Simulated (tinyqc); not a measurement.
Optical transitions of a finite quantum well: sweeps and comparisons. A value that a table varies takes the place of the one given here.

Each carrier sees a square well of width L with its own depth V and masses m (inside), mb (outside); c = hbar^2/2m0, k = sqrt(m E/c), kappa = sqrt(mb (V - E)/c), and level n solves k L + 2 atan[(k/m)/(kappa/mb)] = n pi. The envelope is cos(kz) for odd n and sin(kz) for even n inside, joins exp(-kappa (|z| - L/2)) outside, and is normalised to 1. Excitons and band mixing are left out.

Constants: hbar^2/2m0 = 3.80998211 eV angstrom^2; e^2/(4 pi eps0) = 14.39964547 eV angstrom; hc = 1239.841984 eV nm.

Values chosen for the exercise (near those of a GaAs well in AlGaAs; not measured data): L = 83 angstrom (well width); Vc = 0.275 eV (conduction offset); me = 0.0678 m0 (electron, well); meb = 0.0952 m0 (electron, barrier); eps = 11.4 (background dielectric constant); Nss = (0.14, 0.35, 0.7, 1.4, 2.1, 2.8, 4.2) x 1e12/cm^2 (sheet densities); Eg = 1.503 eV (gap of the well); Vv = 0.155 eV (valence offset); mh = 0.358 m0 (heavy hole along z, well); mhb = 0.417 m0 (heavy hole, barrier); ml = 0.0906 m0 (light hole along z, well); mlb = 0.1152 m0 (light hole, barrier); Ls = (29, 36, 49, 65, 79, 98, 138) angstrom (widths).

## Depolarisation shift

The collective line lies at E12 sqrt(1 + a), a = 8 pi q (n1 - n2) S/(eps E12), q = e^2/(4 pi eps0), S = integral over z of (integral up to z of psi_1 psi_2)^2. Zero temperature with the mass me in both subbands: n1 - n2 = Ns until Ns reaches D E12, D = me/(2 pi c), and D E12 beyond. 1e12/cm^2 = 1e-4/angstrom^2; exchange and the static band bending by the charge are left out.

Line position:
```
Ns (1e12/cm^2)  n1 - n2       a  line (meV)  shift (meV)
0.14              0.140  0.0248      118.83         1.44
0.35              0.350  0.0619      120.97         3.58
0.70              0.700  0.1238      124.44         7.05
1.4               1.400  0.2475      131.12        13.73
2.1               2.100  0.3713      137.47        20.08
2.8               2.800  0.4951      143.54        26.15
4.2               3.325  0.5879      147.92        30.53
```

S = 6.538 angstrom
E12 = 117.39 meV

The upward shift grows from 1.44 to 30.53 meV, 26.0 % of E12 at most. It stops moving once e2 starts to fill, at Ns = 3.32 e12/cm^2. For small a the shift is a E12/2, linear in Ns; in the last row that rule gives 34.50 meV. S/L = 0.0788, against 5/(9 pi^2) = 0.0563 for hard walls.

## Width of the well

Edge wavelength hc/(Eg + e1 + hh1), squared e1-hh1 overlap, lh1 - hh1, and the 1-2 intersubband energy with f_12 = (m1/c) E12 z_12^2, 1/m1 = <1|1/m|1> (dash: e2 unbound).

Results:
```
L (angstrom)  edge (nm)  overlap^2  lh1 - hh1 (meV)  E12 (meV)   f_12
29                736.2     0.9395             41.2          -      -
36                751.8     0.9517             37.9          -      -
49                772.0     0.9659             31.0      189.4  0.654
65                787.4     0.9758             23.9      156.3  0.975
79                796.0     0.9812             19.3      125.0  0.983
98                803.7     0.9860             14.8       93.6  0.977
138               812.4     0.9915              9.2       55.9  0.968
```

The edge tunes from 736 to 812 nm, towards hc/Eg = 825 nm, while the overlap goes from 0.940 to 0.992. e2 binds at L = pi sqrt(c/(me Vc)) = 44.9 angstrom; f_12 starts from zero there and is 0.654 at 49 angstrom, the rest going to the continuum; among the widths listed it peaks at 0.983 (79 angstrom) and is 0.968 in the widest well, against 0.961 for hard walls.

## What each parameter does

Edge wavelength hc/(Eg + e1 + hh1), squared overlap of e1 and hh1, and the confinement energies. Each row changes one parameter from the base and keeps the others.

Results:
```
case             edge (nm)  overlap^2  e1 (meV)  hh1 (meV)
base                 798.0     0.9824      40.5       10.3
L = 91 angstrom      801.3     0.9845      35.5        8.8
Eg = 1.533 eV        782.9     0.9824      40.5       10.3
Vc = 0.234 eV        799.0     0.9758      38.5       10.3
Vv = 0.124 eV        798.2     0.9877      40.5        9.9
me = 0.0746 m0       798.9     0.9862      38.7       10.3
mh = 0.304 m0        797.4     0.9873      40.5       11.4
meb = 0.1142 m0      798.9     0.9813      38.6       10.3
```

The largest shifts from the base row, up to three for each result and ties (the steps differ in size, so this ranks the rows, not the parameters). edge (nm): Eg -15.1, L +3.3, Vc +1.0. overlap^2: Vc -0.0066, Vv +0.0053, mh +0.0049; unchanged at the printed digits by Eg. e1 (meV): L -5.0, Vc -1.9, meb -1.8, me -1.8; unchanged at the printed digits by Eg, Vv and mh. hh1 (meV): L -1.5, mh +1.1, Vv -0.4; unchanged at the printed digits by Eg, Vc, me and meb.

(tinyqc, `OMP_NUM_THREADS=1 python tinyqc.py 1282704 1282705 out.jsonl`, Intel(R) Xeon(R) Processor @ 2.30GHz, 1 thread, shared host, about 0.08 s.)
